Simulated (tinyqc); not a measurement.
One gate, two gates and a surrounding gate.

Below threshold the potential that source and drain add obeys Laplace's equation, vanishes on the gates and decays along the channel as exp(-k y). The same ts (depleted depth over a conducting body, body thickness or wire diameter), ti and permittivities in three geometries; k is the smallest positive root of: one gate, f(k) = eps_r sin(k ti) cos(k ts) + ei cos(k ti) sin(k ts); two gates, f(k) = ei cos(k ti) cos(k ts/2) - eps_r sin(k ti) sin(k ts/2); wire, f(k) = ei J0(u)[J1(u) Y0(v) - Y1(u) J0(v)] - eps_r J1(u)[J0(u) Y0(v) - Y0(u) J0(v)], u = k ts/2, v = u + k ti. Parabolic estimates of l: sqrt((eps_r/ei) ts ti); sqrt((eps_r/(2 ei)) ts ti (1 + ei ts/(4 eps_r ti))); sqrt([2 eps_r ts^2 ln(1 + 2 ti/ts) + ei ts^2]/(16 ei)), in the same order.

Inputs (values chosen for the exercise); permittivities: semiconductor close to that of In0.53Ga0.47As, insulator close to that of zirconium oxide:
```
symbol  value  unit                                     meaning
eps_r    13.9        relative permittivity of the semiconductor
ei       25.1            relative permittivity of the insulator
ti        4.2    nm                         insulator thickness
ts         14    nm                             depletion depth
```

Scale lengths (nm):

|  | Lambda = pi/k | l = 1/k | l(parabolic) |
|---|---|---|---|
| one gate over a conducting body | 16.71 | 5.319 | 5.706 |
| two gates | 19.21 | 6.116 | 6.386 |
| wire | 12.68 | 4.036 | 4.316 |

The wire has the shortest scale length, 0.660 times that of the double gate; the single gate over a conducting body has 0.870 times it, its layer ending directly on a conductor where the double gate has a second insulator. The parabolic estimates are 7.3 % above, 4.4 % above and 6.9 % above the exact l, in the order of the rows.

Numbers from tinyqc (`OMP_NUM_THREADS=1 python tinyqc.py 2420024 2420025 out.jsonl`; about 0.01 s on one thread of a shared Intel Xeon 2.30GHz).
